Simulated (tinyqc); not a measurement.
# Hot electrons in a saturated n-channel MOSFET, lucky-electron model, step by step

Computed by the program tinyqc: `OMP_NUM_THREADS=1 python tinyqc.py 2550168 2550169 out.jsonl`, one thread of a shared Intel Xeon 2.30GHz, about 0.01 s for the whole run. Printed values are rounded.

Beyond pinch-off the lateral field grows as Esat cosh(y/l) over the velocity-saturated region (pseudo-two-dimensional model). Impact ionisation in this region gives the substrate current, which biases the body forward through Rsub. Currents are per width. Local-field laws: they overstate ionisation when the field peak is narrower than an energy relaxation length.

Inputs (values chosen for the exercise); values close to those of silicon n-channel devices:
- L = 1.2 um (channel length)
- tox = 28 nm (oxide thickness)
- xj = 480 nm (junction depth)
- VT = 0.59 V (threshold)
- mu = 270 cm^2/(V s) (effective mobility)
- vs = 7.5e6 cm/s (saturation velocity)
- Ai = 2e6 1/cm (ionisation prefactor)
- Bi = 1.81 MV/cm (ionisation field)
- Rd = 200 ohm um (resistance of the lightly doped drain)
- Rsub = 15000 ohm um (substrate resistance)
- kb = 0.27 (fall of VT per volt of forward body bias)
- lm = 8.3 nm (hot-electron mean free path)
- pb = 3.2 V (oxide barrier)
- Cg = 0.0036 (prefactor of the gate current)
- m = 3.1 (lifetime exponent)
- Hl = 5400 s uA/um (lifetime constant)
- Vd = 5.4 V (drain voltage)
- Vg = 3.2 V (gate voltage)

Constants: eps0 = 8.8541878128e-14 F/cm where lengths are in cm. Results are converted to the units shown.

## Length and field scales

Cox = 3.9 eps0/tox, l = sqrt(3 tox xj), Esat = 2 vs/mu.

Cox = 0.123326 uF/cm^2
l = 200.798 nm
Esat = 0.0555556 MV/cm
Esat L = 6.66667 V

## Iteration 1: body bias from the substrate current

Vb at the start = 0 V

Cox = 3.9 eps0/tox. Overdrive g = Vg - VT + kb Vb; Vdsat = g Esat L/(g + Esat L); Id = Cox vs (g - Vdsat); dV = Vd - Id Rd - Vdsat; Em = sqrt((dV/l)^2 + Esat^2); Isub = Id (Ai/Bi) l Em exp(-Bi/Em). Vb(new) = Rsub Isub.

Vdsat = 1.87567 V
Id = 67.9212 uA/um
dV = 3.51074 V
Em = 0.183453 MV/cm
Isub = 0.0143476 uA/um
Vb after iteration 1 = 2.15213e-4 V

## Iteration 2: body bias from the substrate current

As before.

Vdsat = 1.87570 V
Id = 67.9238 uA/um
dV = 3.51071 V
Em = 0.183452 MV/cm
Isub = 0.0143469 uA/um
Vb after iteration 2 = 2.15203e-4 V

## Course of the iteration: body bias from the substrate current

Stop when Vb changes by less than 1e-9 V, or after 60 iterations.

Course of the iteration:

| iteration | Vb (V) | \|change\| (V) |
|---|---|---|
| 1 | 2.15213e-4 | 2.15e-4 |
| 2 | 2.15203e-4 | 1.02e-8 |
| 3 | 2.15203e-4 | 4.87e-13 |

Converged in 3 iterations. The change falls from 2.2e-4 in the first iteration to below the tolerance in the last.

## Gate current, lifetime and channel shortening

Id = 67.9238 uA/um
dV = 3.51071 V
Em = 0.183452 MV/cm
Isub = 0.0143469 uA/um

Ig = Cg Id exp(-pb/(lm Em)); lifetime tau = (Hl/Id)(Isub/Id)^(-m); length of the saturated region dL = l ln[(dV/l + Em)/Esat]. 1 year = 3.15576e7 s.

Isub/Id = 2.11220e-4
Ig = 1.82474e-4 pA/um
tau = 6.23145e5 years
dL = 374.280 nm

The lifetime exceeds ten years. Integrating Ai exp(-Bi/E) over the cosh profile gives Isub/Id = 2.05e-4, so the closed form is 3.1 % above it.
